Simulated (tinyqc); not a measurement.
Square on-chip spiral inductor, lumped pi model: one step of the calculation.

Outer diameter do = di + 2 n wd + 2 (n - 1) sp, mean da = (do + di)/2, fill p = (do - di)/(do + di), length l = 4 n da. L = 2.34 mu0 n^2 da/(1 + 2.75 p), mu0 = 4 pi 1e-7 H/m. Rs = rho l/(wd delta (1 - exp(-th/delta))), delta = sqrt(rho/(pi f mu0)). Cs = n wd^2 eps0 eo/hu across the coil. At each end Cox = l wd eps0 eo/(2 ho) leads to the substrate branch Rsi = 2 rs he/(l wd) in parallel with Csi = l wd eps0 11.7/(2 he). With one end grounded Y = 1/(Rs + i w L) + i w Cs + 1/[1/(i w Cox) + 1/(1/Rsi + i w Csi)], w = 2 pi f; Q = -Im Y/Re Y. Eddy currents in neighbouring turns and in the substrate are left out.

Problem. Admittance, quality factor and apparent inductance. Series branch 1/(Rs + i w L), substrate branch, total Y, Q = -Im Y/Re Y, apparent inductance Im(1/Y)/w, metal-only value w L/Rs, share of the loss in the substrate Re(substrate branch)/Re Y.

Inputs (values chosen for the exercise):
```
symbol,value,unit,meaning
f,0.98,GHz,frequency
```

L = 2.1447843 nH
Rs = 2.1100186 ohm
Cs = 7.2604340 fF
Cox = 68.248080 fF
Rsi = 911.85410 ohm
Csi = 22.721617 fF

Give: series branch; substrate branch; Y; Q; apparent inductance; w L/Rs; share of the loss in the substrate.

Solution.

series branch = 11.80-73.84i mS
substrate branch = 0.1277+0.3550i mS
Y = 11.92-73.44i mS
Q = 6.158
apparent inductance = 2.155 nH
w L/Rs = 6.259
share of the loss in the substrate = 1.071 %

Q is 98.4 % of the metal-only value.

Numbers from tinyqc (`OMP_NUM_THREADS=1 python tinyqc.py 2302051 2302052 out.jsonl`; about 0.01 s on one thread of a shared Intel Xeon 2.30GHz).
